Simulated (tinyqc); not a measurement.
Stretching all distances: RHF, UHF, MP2, CISD and CCSD against full CI in the 6-31g basis, for H3+, spin multiplicity 1. Computed by the program tinyqc with PySCF. 

Geometry (angstrom):
```
atom       x       y        z
H     0.0000  0.0000   0.0000
H     0.0000  0.0000   0.7580
H     0.0000  0.1650  -0.7400
```

All coordinates are multiplied by the scale. c0^2 is the weight of the RHF determinant in the lowest singlet FCI state (UHF is spin-contaminated and may lie near states of higher spin) and n(LUMO) the first natural occupation beyond the occupied space.

Full CI energy (hartree) and errors against it (kcal/mol):
```
scale   distance 1-2 (angstrom)     E(FCI)      RHF      UHF      MP2    CISD    CCSD  <S^2> UHF    c0^2  n(LUMO)
0.8900                   0.6746  -1.234801  19.5411  19.5411   5.7023  0.0000  0.0000     0.0000  0.9812   0.0315
1.0900                   0.8262  -1.254129  21.4838  21.4838   6.4899  0.0000  0.0000     0.0000  0.9733   0.0444
1.2900                   0.9778  -1.238633  23.0132  23.0132   7.1383  0.0000  0.0000     0.0000  0.9638   0.0596
1.4800                   1.1218  -1.212705  24.7152  23.9764   7.8816  0.0000  0.0000     0.1714  0.9520   0.0777
1.6800                   1.2734  -1.182829  27.1127  22.1780   8.9130  0.0000  0.0000     0.4148  0.9357   0.1018
1.8800                   1.4250  -1.154317  30.2108  19.1669  10.1786  0.0000  0.0000     0.5832  0.9148   0.1312
2.0800                   1.5766  -1.128657  33.9649  16.0703  11.5889  0.0000  0.0000     0.7006  0.8892   0.1651
```

UHF parts from RHF first at scale 1.48 of those listed, where <S^2> leaves zero. The weight c0^2 goes from 0.98 to 0.89 and n(LUMO) from 0.03 to 0.17: static correlation grows as the bonds break into open-shell fragments. The spread of the error along the curve, which distorts its shape, is CISD 0.0, CCSD 0.0, MP2 5.9, UHF 7.9, RHF 14.4 kcal/mol. With two electrons CISD and CCSD are exact.
